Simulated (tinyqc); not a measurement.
# Electron continuity equation in a given potential, Scharfetter-Gummel discretisation: three discretisations compared

Steady state in one dimension: J = q mu n E + q D dn/dx with E = -dpsi/dx and D = mu Vt, dJ/dx = 0, fixed densities nL and nR at the ends. The potential is given, psi = U (x/L)^2, and is not changed by the electrons.

12 equal intervals. Fluxes J_i = (q D/h)(n_(i+1) P_i - n_i Q_i), d_i = (psi_(i+1) - psi_i)/Vt: Scharfetter-Gummel P = B(d), Q = B(-d), B(d) = d/(exp(d) - 1); central P = 1 - d/2, Q = 1 + d/2; upwind P = 1 + max(-d, 0), Q = 1 + max(d, 0). Balance at each inner node: J_i - J_(i-1) = 0. The reference is Scharfetter-Gummel on 2400 intervals.

Values chosen for this exercise; mobility close to that of silicon at room temperature:
- T = 450 K (temperature)
- mu = 1360 cm^2/(V s) (electron mobility)
- L = 7 um (length of the region)
- nL = 3.5e12 cm^-3 (density at x = 0)
- nR = 6.3e13 cm^-3 (density at x = L)
- U = 0.19 V (potential difference psi(L) - psi(0))

Constants: q = 1.602176634e-19 C, kB = 1.380649e-23 J/K, Vt = kB T/q. Results are converted to the units shown.

Densities (cm^-3):
```
node  Scharfetter-Gummel    central     upwind  reference
0              3.5000e12  3.5000e12  3.5000e12  3.5000e12
1              2.9747e12  2.9622e12  3.1255e12  2.9747e12
2              2.6253e12  2.5982e12  2.9509e12  2.6253e12
3              2.4194e12  2.3733e12  2.9594e12  2.4194e12
4              2.3525e12  2.2796e12  3.1706e12  2.3525e12
5              2.4518e12  2.3391e12  3.6480e12  2.4518e12
6              2.7940e12  2.6192e12  4.5198e12  2.7940e12
7              3.5491e12  3.2750e12  6.0254e12  3.5491e12
8              5.0834e12  4.6495e12  8.6071e12  5.0834e12
9              8.2045e12  7.5219e12  1.3092e13  8.2044e12
10             1.4767e13  1.3750e13  2.1062e13  1.4767e13
11             2.9246e13  2.8029e13  3.5619e13  2.9246e13
12             6.3000e13  6.3000e13  6.3000e13  6.3000e13
```

What do the numbers show?

Largest errors as a share of the largest reference density listed: Scharfetter-Gummel 4.9e-5 %, central 1.9 %, upwind 10 %. The largest |d| is 0.783. Upwinding stays positive but acts as if D were larger by the factor 1 + |d|/2, up to 1.39 here.

Computed by the program tinyqc: `OMP_NUM_THREADS=1 python tinyqc.py 2220006 2220007 out.jsonl`, one thread of a shared Intel Xeon 2.30GHz, about 0.01 s for the whole run.
